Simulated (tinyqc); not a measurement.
Comparisons within one model: standing waves and exposure in a photoresist film. A value that a table varies takes the place of the one given here.

Normal incidence from air. Unexposed resist: N1 = n1 + i k1 with k1 = (A + B) lam/(4 pi), lam in micrometres. r01 = (1 - N1)/(1 + N1), t01 = 2/(1 + N1). Substrate Ns = ns + i ks: r12 = (N1 - Ns)/(N1 + Ns). With p = exp(2 pi i N1 d/lam), the field at depth z is E(z) = t01 [exp(2 pi i N1 z/lam) + r12 p^2 exp(-2 pi i N1 z/lam)]/(1 + r01 r12 p^2), the relative intensity I(z) = n1 |E(z)|^2 and the reflectance R = |(r01 + r12 p^2)/(1 + r01 r12 p^2)|^2.

Parameters, chosen for this exercise (a resist on Al, indices near tabulated ones; the results hold for these values, not for the real material): lam = 365 nm (vacuum wavelength); n1 = 1.72 (resist index); A = 0.5 1/micrometre (bleachable absorption (Dill A)); B = 0.08 1/micrometre (fixed absorption (Dill B)); d = 853 nm (resist thickness); ns = 0.409 (substrate n); ks = 4.412 (substrate k).

## Swing of the coupled dose with resist thickness

The mean of I is taken over 800 depths; the relative dose to clear is taken as 1/(mean of I over the lowest period, 60 depths), scaled to 1 in the first row.

Swing:
```
d (nm)       R  mean I  relative dose
853.0   0.4768  0.9449          1.000
870.7   0.2928  1.2539          0.754
888.4   0.1192  1.5366          0.626
906.1   0.2423  1.3008          0.752
923.7   0.4266  0.9676          1.014
941.4   0.4958  0.8354          1.160
959.1   0.4411  0.9095          1.052
976.8   0.2584  1.1871          0.807
994.5   0.0919  1.4321          0.680
1012.2  0.2111  1.2259          0.806
1029.8  0.3938  0.9277          1.069
1047.5  0.4638  0.8071          1.216
1065.2  0.4087  0.8757          1.108
```

The period is 106.1 nm, six rows. The relative dose swings between 0.626 and 1.216, a ratio (max - min)/mean of 0.636, against the estimate 4 sqrt(|r01|^2 |r12|^2) exp(-(A + B) d) = 0.603 for the oscillating part alone; the ratio from the table also holds the slow rise from absorption, 10.8 % over two periods, so the two are not strictly comparable. The dose is least sensitive to thickness at an extremum; the lowest dose listed is at 888.4 nm.

## What moves the exposure

The mean of I is over 800 depths. Each row changes one parameter from the base and keeps the others.

Results:
```
case                   |r12|^2       R  mean I  I at the bottom
base                    0.8712  0.4768  0.9449           0.2345
d = 863 nm              0.8712  0.3876  1.0942           0.2720
n1 = 1.737              0.8704  0.4083  1.0674           0.2702
B = 0.28 1/micrometre   0.8672  0.3860  0.8502           0.2031
ks = 3.971              0.8492  0.4609  0.9540           0.2821
ns = 0.45               0.8605  0.4732  0.9417           0.2330
```

The largest shifts from the base row, up to three for each result and ties (the steps differ in size, so this ranks the rows, not the parameters). |r12|^2: ks -0.0219, ns -0.0107, B -0.0040; unchanged at the printed digits by d. R: B -0.0907, d -0.0891, n1 -0.0685. mean I: d +0.1493, n1 +0.1225, B -0.0947. I at the bottom: ks +0.0476, d +0.0376, n1 +0.0357.

Computed by tinyqc, a small Python program: `OMP_NUM_THREADS=1 python tinyqc.py 1681224 1681225 out.jsonl` (the numbers bound the seed that draws the inputs); one thread of a shared host (Intel(R) Xeon(R) Processor @ 2.30GHz), about 0.01 s for the whole set of steps.
